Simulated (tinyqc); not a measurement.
A particle near a wafer in liquid: double-layer and van der Waals forces (DLVO), deposition barrier and removal: one step, computed by the program tinyqc.

Sphere and flat wall, Derjaguin approximation, constant potentials in the linear-superposition form, no retardation and no hydration force.

Problem. Barrier and secondary minimum. U(h) = Z R exp(-kappa h) - A R/(6 h); F(h) = -dU/dh = kappa Z R exp(-kappa h) - A R/(6 h^2), positive for repulsion. F = 0 reads x^2 exp(-x) = y with x = kappa h and y = A kappa/(6 Z); the left side peaks at x = 2 with 4/e^2 = 0.5413, so roots exist for smaller y: x < 2 is the barrier, x > 2 the secondary minimum.

Inputs (values chosen for the exercise, of the order of those for ceria on silica in water): particle radius R = 420 nm; Hamaker constant A = 1.6e-20 J; temperature T = 323 K.

kappa = 1.053083 1/nm

Z = 21.74616 pN

Constants: k_B = 1.380649e-23 J/K.

Give: y; position of the barrier; barrier height; position of the secondary minimum; energy at the secondary minimum.

Solution.

y = 0.1291

position of the barrier = 0.4274 nm

barrier height = 718.2 k_B T

position of the secondary minimum = 5.157 nm

energy at the secondary minimum = -39.73 k_B T

A barrier above 15 k_B T practically stops deposition. The secondary minimum is deep enough to hold particles loosely.
